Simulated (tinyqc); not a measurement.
# Resistance of a source-drain extension with a graded tip: what changes with what

y runs along the channel, the gate covers y > 0. The doping is N0 for y < y0 and N0 10^(-(y - y0)/la) beyond, uniform over the depth xj. Sheet conductance s(y) = q mu(N) max(N - Nch, 0) xj + (for y > 0) ma Cox Vo, with mu(N) = u0 + (u1 - u0)/(1 + (N/Nr)^au) and Cox = eps0 eox/tox. Current is taken as one-dimensional; depletion of the tip, spreading and the contact are left out. The metallurgical junction lies at yj, where N = Nch.

Inputs (values chosen for the exercise); mobility law close to that of electrons in silicon:
```
symbol,value,unit,meaning
eox,24.5,,relative permittivity of the gate insulator (close to zirconium oxide)
tox,5.1,nm,insulator thickness
N0,5.5e19,cm^-3,active doping of the extension far from the gate
la,5.9,nm/decade,lateral abruptness
y0,2.6,nm,position under the gate where the fall begins (gate edge at 0)
xj,12,nm,depth of the extension
Nch,1.9e18,cm^-3,channel doping
Ls,18,nm,spacer length
Vo,0.63,V,gate overdrive
ma,140,cm^2/(V s),mobility of the gate-induced layer
u1,1414,cm^2/(V s),mobility at low doping
u0,68.5,cm^2/(V s),mobility at high doping
Nr,9.2e16,cm^-3,reference doping
au,0.711,,exponent
Lg,45,nm,gate length
```

Constants: q = 1.602176634e-19 C, eps0 = 8.8541878128e-14 F/cm where lengths are in cm. Results are converted to the units shown.

Each table varies one quantity; the others keep the values above.

## Abruptness at a fixed junction position

R_spacer = integral of dy/s from -Ls to 0, R_ov from 0 to yj, R_channel = (Lg - 2 yj)/(ma Cox Vo), R_total = 2 R_spacer + 2 R_ov + R_channel. Electrical length L_eff = ma Cox dR_total/d(1/Vo); R_series = R_total - L_eff/(ma Cox Vo). y0 is moved with la so that yj stays at 11.223 nm.

The same in every row: yj (nm) = 11.22; R_channel (ohm um) = 60.12.

Results:
```
la (nm/decade)  R_spacer (ohm um)  R_ov (ohm um)  R_total (ohm um)  L_eff (nm)  R_series (ohm um)
1                           21.34          10.59             124.0       25.81              55.19
2.3                         21.34          12.39             127.6       27.27              54.88
3.6                         21.34          14.19             131.2       28.74              54.57
4.9                         21.34          15.99             134.8       30.20              54.27
6.1                         21.34          17.65             138.1       31.56              53.98
8.7                         21.70          21.10             145.7       34.41              53.99
10                          23.17          22.32             151.1       35.55              56.32
```

Estimate the missing row, la = 7.4 nm/decade.

Computed row:
```
la (nm/decade)  R_spacer (ohm um)  R_ov (ohm um)  R_total (ohm um)  L_eff (nm)  R_series (ohm um)
7.4                         21.34          19.45             141.7       33.02              53.68
```

With this row back in the table: As la goes from 1 to 10 nm/decade, R_total rises from 124 to 151 ohm um, R_spacer rises from 21.3 to 23.2 ohm um and R_ov rises from 10.6 to 22.3 ohm um. R_total changes on average by 3.01 ohm um for each nm/decade. L_eff exceeds the metallurgical length by 3.25 nm in the first row and 13.0 nm in the last, since the gate also controls the lightly doped tips.

## Effect of the active doping of the extension far from the gate

Same model as above.

Effect of the active doping of the extension far from the gate:
```
N0 (cm^-3)  yj (nm)  R_spacer (ohm um)  R_ov (ohm um)  R_channel (ohm um)  R_total (ohm um)  L_eff (nm)  R_series (ohm um)
2e19          8.631              53.22          16.03               73.93             212.4       36.55              115.0
3.1e19        9.754              35.89          16.77               67.95             173.3       34.33              81.78
4.7e19        10.82              24.63          17.25               62.26             146.0       32.16              60.30
7.2e19        11.91              16.66          17.55               56.44             124.8       29.91              45.11
1.1e20        13.00              11.22          17.72               50.65             108.5       27.69              34.72
1.7e20        14.12              7.439          17.82               44.70             95.21       25.43              27.43
2.6e20        15.20              4.954          17.86               38.90             84.53       23.23              22.61
4e20          16.31              3.267          17.88               33.01             75.32       21.01              19.31
```

Read the table: what changes, and by how much?

As N0 goes from 2e19 to 4e20, R_total falls from 212 to 75.3 ohm um, L_eff falls from 36.6 to 21.0 nm and R_series falls from 115 to 19.3 ohm um.

Numbers from tinyqc (`OMP_NUM_THREADS=1 python tinyqc.py 2282196 2282197 out.jsonl`; about 0.03 s on one thread of a shared Intel Xeon 2.30GHz).
